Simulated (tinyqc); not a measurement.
From results back to parameters: linear model of a band gap against the share of exact exchange. Three cases, with inputs chosen for the exercise.

Problem. Gap and optical dielectric constant were computed at two shares alpha. They follow E = E0 + S alpha and eps = 1 + (e0 - 1)(EP/(EP + S alpha))^2.

Find: S; E0; EP; e0.

Method. The two gaps give S and E0. With q = sqrt((eps1 - 1)/(eps2 - 1)) = (EP + S alpha2)/(EP + S alpha1), EP = S (alpha2 - q alpha1)/(q - 1); e0 follows from either eps.

Case 1.

Values chosen (out of a larger set: of the order of those of diamond; not measured data): al12 = (0.3, 0.4) (two shares of exact exchange).

gaps (eV): 6.50500  7.30000

eps: 5.395078  5.151445

Solution.

S = 7.95 eV
E0 = 4.12 eV
EP = 25.1 eV
e0 = 6.27

Case 2.

Values chosen (out of a larger set: of the order of those of InP; not measured data): al12 = (0.1, 0.35) (two shares of exact exchange).

gaps (eV): 1.27400  2.75900

eps: 9.508366  7.529609

Solution.

S = 5.94 eV
E0 = 0.68 eV
EP = 9.9 eV
e0 = 10.56

Case 3.

Values chosen (out of a larger set: of the order of those of GaAs; not measured data): al12 = (0.15, 0.4) (two shares of exact exchange).

gaps (eV): 1.38950  2.87200

eps: 10.606467  8.505771

Solution.

S = 5.93 eV
E0 = 0.50 eV
EP = 10.4 eV
e0 = 12.32

Computed by tinyqc, one run a case: `OMP_NUM_THREADS=1 python tinyqc.py N N+1 out.jsonl` with N = 1850153, 1850182, 1850190; one thread of a shared Intel(R) Xeon(R) Processor @ 2.30GHz, about 0.01 s a run at most.
